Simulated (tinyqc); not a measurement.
Four-point probe, van der Pauw, Hall and spreading-resistance readings of a semiconductor layer: one step, computed by the program tinyqc. Command: `OMP_NUM_THREADS=1 python tinyqc.py 3112547 3112548 out.jsonl probe walk`. One thread of a shared host (Intel(R) Xeon(R) Processor @ 2.30GHz), about 0.01 s of CPU time with the checks.

The layer is uniform and ohmic; contacts are points unless a radius is given.

Task: Four-point voltage. Collinear probes with equal spacing on a layer with insulating backing: images at depth 2 m t give V = (rho I/(2 pi s)) G, G = 1 + 4 sum_(m>=1) [1/sqrt(1 + (2 m u)^2) - 1/sqrt(4 + (2 m u)^2)], u = t/s; the sum runs to m = 20000, with the tail 3/(32 u^3 M^2) added to the sum for M = 20000. Limits: thick, rho = 2 pi s V/I; thin on an insulator, rho = (pi/ln 2) t V/I.

Inputs (values chosen for the exercise, modelled on n-type silicon): layer thickness t = 2200 micrometre; probe spacing s = 1 mm; current I = 3 mA.

Backing of the layer: insulating.

resistivity rho = 0.004103556 ohm cm

Give: t/s; G; voltage V; rho by the thick formula; rho by the thin formula.

Result:

t/s = 2.2

G = 1.073

voltage V = 0.02102 mV

rho by the thick formula = 0.004402 ohm cm

rho by the thin formula = 0.006985 ohm cm

The thick formula is off by +7.3 % and the thin one by +70.2 %.
